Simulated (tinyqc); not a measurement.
# Input admittance of a MOSFET at zero drain bias: distributed channel and distributed gate: what changes with what

Source and drain grounded, strong inversion, w = 2 pi f, Cox = eps0 eox/tox. The channel is an RC line of resistance 1/(mu Cox Vo) per square fed from both ends, so one finger has the intrinsic admittance y = i w Cox L tanh(g)/g per width, g = (1/2) sqrt(i w tau), tau = L^2/(mu Vo). The vertical resistance rv/L is in series with y, the overlaps 2 i w Cov in parallel: y_t = 1/(1/y + rv/L) + 2 i w Cov. The gate strip is a line of Rsh/L per length loaded by y_t, so a finger has Y = y_t Wf tanh(k)/k, k = (Wf/sd) sqrt(y_t Rsh/L); the device has Nf Y.

Values chosen for this exercise; values of the order met in silicon radio-frequency transistors:
```
symbol,value,unit,meaning
eox,3.9,,relative permittivity of the gate insulator (close to silicon dioxide)
tox,2,nm,insulator thickness
L,0.35,um,channel length
Wf,11,um,finger width
Nf,8,,number of fingers
mu,250,cm^2/(V s),channel mobility
Vo,0.72,V,gate overdrive
Rsh,30,ohm/square,sheet resistance of the gate
rv,7.3,ohm um^2,vertical resistivity of the gate stack
sd,1,,number of ends at which a finger is contacted
Cov,0.21,fF/um,overlap and fringe capacitance on each side
f,0.47,GHz,frequency
```

Constants: eps0 = 8.8541878128e-14 F/cm where lengths are in cm. Results are converted to the units shown.

Each table varies one quantity; the others keep the values above.

## Input impedance against frequency

Low-frequency limits, with c = Cox L and ct = c + 2 Cov: R_strip = Rsh Wf/(3 sd^2 L Nf), R_ch = (c/ct)^2 L/(12 mu Cox Vo Wf Nf), R_vert = (c/ct)^2 rv/(L Wf Nf), C = ct Wf Nf. Z = 1/(Nf Y) = R + 1/(i w C), Q = |Im Z|/R, far-point signal |1/cosh k|.

The same in every row: low-frequency R (ohm) = 40.425.

Result of one run:

| f (GHz) | w tau | \|k\| | R (ohm) | C (fF) | Q | signal at the far point |
|---|---|---|---|---|---|---|
| 0.3 | 0.012828 | 0.35546 | 40.421 | 568.54 | 23.085 | 0.99860 |

What becomes of these results when the frequency f is changed from 0.3 to 0.03 GHz, all else the same?

Result of the changed run:

| f (GHz) | w tau | \|k\| | R (ohm) | C (fF) | Q | signal at the far point |
|---|---|---|---|---|---|---|
| 0.03 | 0.0012828 | 0.11241 | 40.425 | 568.74 | 230.74 | 0.99999 |

The whole series:

| f (GHz) | w tau | \|k\| | R (ohm) | C (fF) | Q | signal at the far point |
|---|---|---|---|---|---|---|
| 0.005 | 2.1380e-4 | 0.045889 | 40.425 | 568.74 | 1384.5 | 1.0000 |
| 0.01 | 4.2761e-4 | 0.064897 | 40.425 | 568.74 | 692.23 | 1.0000 |
| 0.03 | 0.0012828 | 0.11241 | 40.425 | 568.74 | 230.74 | 0.99999 |
| 0.09 | 0.0038485 | 0.19469 | 40.425 | 568.72 | 76.918 | 0.99987 |
| 0.3 | 0.012828 | 0.35546 | 40.421 | 568.54 | 23.085 | 0.99860 |
| 0.7 | 0.029932 | 0.54297 | 40.401 | 567.65 | 9.9140 | 0.99242 |
| 2 | 0.085521 | 0.91776 | 40.232 | 559.98 | 3.5322 | 0.94261 |
| 5 | 0.21380 | 1.4509 | 39.269 | 519.93 | 1.5590 | 0.74619 |
| 10 | 0.42761 | 2.0510 | 36.410 | 428.07 | 1.0211 | 0.47919 |

R falls from 40.4 to 36.4 ohm and C falls from 569 to 428 fF. Q goes as f^(-1.00) between the first two rows and f^(-0.61) between the last two, where w tau = 0.428 and |k| = 2.05. The low-frequency limits hold both R and C within 5 % up to f = 2 GHz among the rows.

## Effect of the gate overdrive

Same model as above.

Effect of the gate overdrive:

| Vo (V) | w tau | \|k\| | R (ohm) | low-frequency R (ohm) | C (fF) | Q | signal at the far point |
|---|---|---|---|---|---|---|---|
| 0.2 | 0.07235 | 0.4449 | 42.84 | 42.85 | 568.2 | 13.91 | 0.9962 |
| 0.35 | 0.04134 | 0.4449 | 41.40 | 41.41 | 568.2 | 14.39 | 0.9964 |
| 0.5 | 0.02894 | 0.4449 | 40.82 | 40.84 | 568.2 | 14.60 | 0.9965 |
| 0.65 | 0.02226 | 0.4449 | 40.51 | 40.53 | 568.2 | 14.71 | 0.9965 |
| 0.8 | 0.01809 | 0.4449 | 40.32 | 40.33 | 568.2 | 14.78 | 0.9966 |
| 0.95 | 0.01523 | 0.4449 | 40.19 | 40.20 | 568.2 | 14.83 | 0.9966 |
| 1.1 | 0.01315 | 0.4449 | 40.09 | 40.10 | 568.2 | 14.86 | 0.9966 |
| 1.25 | 0.01158 | 0.4449 | 40.02 | 40.03 | 568.2 | 14.89 | 0.9966 |

What does the comparison show?

As Vo goes from 0.2 to 1.25, R falls from 42.8 to 40.0 ohm, C stays near 568 fF and Q rises from 13.9 to 14.9. Only the channel term depends on Vo.

Program tinyqc, `OMP_NUM_THREADS=1 python tinyqc.py 2262128 2262129 out.jsonl`; Intel Xeon 2.30GHz, shared host, one thread, about 0.01 s.
